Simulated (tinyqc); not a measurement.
# Off-state leakage of single and stacked transistors: subthreshold current against the height of the stack

n-channel devices of unit width. Subthreshold current I(Vg, Vs, Vd) = I0 (T/300 K)^0.5 exp[(Vg - Vs - VT(T) - gb (Vs - Vb) + dd (Vd - Vs))/(nf Vt)] (1 - exp(-(Vd - Vs)/Vt)), VT(T) = VT - cT (T - 300 K). Gate-edge tunnelling Ig (Vd/1 V) exp(ag (Vd - 1 V)), for a gate at 0 V, and band-to-band leakage Ab u exp(-Bb/u), u = Vd - Vb + 1 V, flow at a drain held at V; both are taken as independent of T. In a stack of off transistors (all gates at 0 V) the same subthreshold current passes through each.

All n gates at 0 V, bottom source at 0 V, top drain at V; node voltages follow from equal currents.

Inputs (values chosen for the exercise); values of the order met in bulk silicon logic transistors: temperature T = 398 K; supply voltage V = 1.1 V; threshold at 300 K, zero drain and body bias VT = 0.34 V; fall of the threshold with temperature cT = 0.6 mV/K; current at threshold at 300 K I0 = 0.62 uA/um; slope factor nf = 1.17; drain-induced lowering per volt dd = 0.09; rise of the threshold per volt of source-body bias gb = 0.08; body voltage Vb = 0 V.

Constants: q = 1.602176634e-19 C, kB = 1.380649e-23 J/K, Vt = kB T/q. Results are converted to the units shown.

Results:
columns A: n; B: I (nA/um); C: reduction factor; D: drain voltage of the bottom device (mV); E: source voltage of the top device (mV); F: voltage across the top device (V)
```
A       B      C      D      E       F
1   7.618  1.000   1100      0   1.100
3  0.3551  21.45  25.13  105.2  0.9948
4  0.2366  32.20  14.99  119.1  0.9809
5  0.1772  42.99  10.69  129.0  0.9710
6  0.1416  53.80  8.306  136.7  0.9633
```

Estimate the missing row, n = 2.

Computed row:
columns A: n; B: I (nA/um); C: reduction factor; D: drain voltage of the bottom device (mV); E: source voltage of the top device (mV); F: voltage across the top device (V)
```
A       B      C      D      E      F
2  0.7044  10.82  81.66  81.66  1.018
```

With this row back in the table: The second transistor cuts the current by a factor of 10.8, the third by a further 1.98 and the sixth by 1.25. The top device keeps 87.6 % of the supply at n = 6, while the drain voltage of the bottom one falls to 0.242 Vt.

tinyqc, about 0.04 s, one thread, Intel Xeon 2.30GHz (shared host): `OMP_NUM_THREADS=1 python tinyqc.py 2242117 2242118 out.jsonl`
